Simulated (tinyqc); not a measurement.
What each parameter does: band offset of a heterojunction with an interface dipole (two-band chains, self-consistent charge).

Sites alternate A, C. Left: A at -G1/2, C at +G1/2, hopping -t1; right: A at D - G2/2, C at D + G2/2, hopping -t2; the bonds across the two interfaces of a ring (C left to A right, C right to A left) have -sqrt(t1 t2). D is the offset of the mid-gaps, so Ev(right) - Ev(left) = D - (G2 - G1)/2 and Ec(right) - Ec(left) = D + (G2 - G1)/2. The closing bond has its sign reversed (antiperiodic ring). Half the levels are filled with two electrons each. The charge moved is q = (electrons on the left) less one a site; the mean over the two interfaces, q/2, is taken as the charge that crosses each, and its dipole opposes the offset: D = D0 - u q/2.

From here on the ring has 24 cells a side.

Values chosen for the exercise (gaps near those of SiC and SiO2; the chains and D0 are free models, so the offsets are not those of the real pair; not measured data):

| symbol | value | unit | meaning |
|---|---|---|---|
| G1 | 3.13 | eV | gap on the left |
| G2 | 9.15 | eV | gap on the right |
| t1 | 2.37 | eV | hopping on the left |
| t2 | 2.37 | eV | hopping on the right |
| D0 | -0.86 | eV | mid-gap of the right side above that of the left, without dipole |
| u | 5.9 | eV | potential step per electron moved across |

Self-consistent D by bisection, q there, and the two offsets.

One parameter was then changed.

Results before and after:

| case | D (eV) | q | valence offset (eV) | conduction offset (eV) |
|---|---|---|---|---|
| base | -0.7280 | -0.0447 | -3.7380 | 2.2820 |
| changed | -0.7222 | -0.0467 | -3.7322 | 2.2878 |

Which of these changes was made? (a) G2 = 10.522 eV; (b) t2 = 2.725 eV; (c) G1 = 3.599 eV; (d) t1 = 2.725 eV; (e) u = 6.785 eV; (f) D0 = -0.989 eV.

Answer: (b) t2 = 2.725 eV. Of the candidates, run in turn, only this one gives the changed row.

All candidates:

| case | D (eV) | q | valence offset (eV) | conduction offset (eV) |
|---|---|---|---|---|
| base | -0.7280 | -0.0447 | -3.7380 | 2.2820 |
| G1 = 3.599 eV | -0.7340 | -0.0427 | -3.5095 | 2.0415 |
| G2 = 10.522 eV | -0.7485 | -0.0378 | -4.4445 | 2.9475 |
| t1 = 2.725 eV | -0.7239 | -0.0462 | -3.7339 | 2.2861 |
| t2 = 2.725 eV | -0.7222 | -0.0467 | -3.7322 | 2.2878 |
| D0 = -0.989 eV | -0.8368 | -0.0516 | -3.8468 | 2.1732 |
| u = 6.785 eV | -0.7117 | -0.0437 | -3.7217 | 2.2983 |

Run: tinyqc, `OMP_NUM_THREADS=1 python tinyqc.py 1450058 1450059 out.jsonl`; Intel(R) Xeon(R) Processor @ 2.30GHz, one thread, shared host; about 0.8 s of CPU time with all checks.
